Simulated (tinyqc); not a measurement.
Inside a calculation. Method: extended Hueckel theory, for H6-. The parameters take no account of the charge, which enters only through the electron count, and nothing here shows that the anion is bound. Computed by tinyqc, a small Python program that keeps every step (integrals from PySCF). Settings: charge = -1, K = 1.75, weighted = 1, multiplicity = 2. Command: `OMP_NUM_THREADS=1 python tinyqc.py 25793 25794 out.jsonl` (the two numbers bound the seeds that draw the settings). One thread of a shared host (Intel(R) Xeon(R) Processor @ 2.60GHz), about 0.01 s of CPU time with the checks.

## Overlaps

Geometry (angstrom):
```
atom         x         y         z
H     0.000000  0.000000  0.000000
H     0.000000  0.000000  0.740000
H     0.000000  0.000000  1.803000
H     0.000000  0.000000  2.543000
H     0.000000  0.000000  3.606000
H     0.000000  0.000000  4.346000
```

Parameters chosen for this run:
```
element  shell  Slater exponent   H_ii (eV)
H           1s         1.300000  -13.600000
```

Slater orbitals, each expanded in six Gaussians scaled to its exponent.

overlap S, order 1H 1s, 2H 1s, 3H 1s, 4H 1s, 5H 1s, 6H 1s:
$$\begin{pmatrix}
1.000000 & 0.636388 & 0.142695 & 0.039222 & 0.005019 & 0.001032 \\
0.636388 & 1.000000 & 0.432106 & 0.142695 & 0.021509 & 0.005019 \\
0.142695 & 0.432106 & 1.000000 & 0.636388 & 0.142695 & 0.039222 \\
0.039222 & 0.142695 & 0.636388 & 1.000000 & 0.432106 & 0.142695 \\
0.005019 & 0.021509 & 0.142695 & 0.432106 & 1.000000 & 0.636388 \\
0.001032 & 0.005019 & 0.039222 & 0.142695 & 0.636388 & 1.000000
\end{pmatrix}$$

## Wolfsberg-Helmholz matrix

diagonal H_ii (eV): 1H 1s -13.600000, 2H 1s -13.600000, 3H 1s -13.600000, 4H 1s -13.600000, 5H 1s -13.600000, 6H 1s -13.600000

K = 1.750000

H_ij = K' S_ij (H_ii + H_jj)/2 for i != j (the diagonal keeps H_ii), with K' = K + D^2 + D^4 (1 - K), D = (H_ii - H_jj)/(H_ii + H_jj), K = 1.75.

H (eV), order 1H 1s, 2H 1s, 3H 1s, 4H 1s, 5H 1s, 6H 1s:
$$\begin{pmatrix}
-13.600000 & -15.146037 & -3.396145 & -0.933480 & -0.119444 & -0.024569 \\
-15.146037 & -13.600000 & -10.284128 & -3.396145 & -0.511922 & -0.119444 \\
-3.396145 & -10.284128 & -13.600000 & -15.146037 & -3.396145 & -0.933480 \\
-0.933480 & -3.396145 & -15.146037 & -13.600000 & -10.284128 & -3.396145 \\
-0.119444 & -0.511922 & -3.396145 & -10.284128 & -13.600000 & -15.146037 \\
-0.024569 & -0.119444 & -0.933480 & -3.396145 & -15.146037 & -13.600000
\end{pmatrix}$$

## Orbitals

valence electrons = 7

Solve H C = S C e through S^(-1/2); fill by pairs from the bottom, a degenerate level sharing its electrons equally; each orbital has its largest coefficient positive (the first on a tie).

orbital energies (eV): [-19.168703, -17.724981, -14.957879, -1.834111, 9.868535, 27.791567]

occupations: [2.000000, 2.000000, 2.000000, 1.000000, 0.000000, 0.000000]

coefficients, order 1H 1s, 2H 1s, 3H 1s, 4H 1s, 5H 1s, 6H 1s:
$$\begin{pmatrix}
0.196261 & 0.372353 & 0.437600 & 0.671306 & -0.800773 & 0.541387 \\
0.271512 & 0.382465 & 0.227724 & -0.463302 & 0.957620 & -0.884637 \\
0.338803 & 0.113440 & -0.435988 & -0.641450 & -0.303552 & 1.205536 \\
0.338803 & -0.113440 & -0.435988 & 0.641450 & -0.303552 & -1.205536 \\
0.271512 & -0.382465 & 0.227724 & 0.463302 & 0.957620 & 0.884637 \\
0.196261 & -0.372353 & 0.437600 & -0.671306 & -0.800773 & -0.541387
\end{pmatrix}$$

sum of one-electron energies = -105.537238 eV

## Mulliken analysis

P = C n C^T; charge = valence electrons (H 1) minus the sum of (P S)_ii on the atom; overlap population = 2 sum P_ij S_ij between two atoms.

charges: 1H -0.286311, 2H -0.035244, 3H -0.178445, 4H -0.178445, 5H -0.035244, 6H -0.286311

Overlap populations:
```
pair      value
2-1    0.355976
3-1   -0.169727
3-2    0.319211
4-1    0.007651
4-2   -0.113743
4-3    0.219617
5-1    0.003333
5-2   -0.011015
5-3   -0.113743
5-4    0.319211
6-1   -0.000553
6-2    0.003333
6-3    0.007651
6-4   -0.169727
6-5    0.355976
```
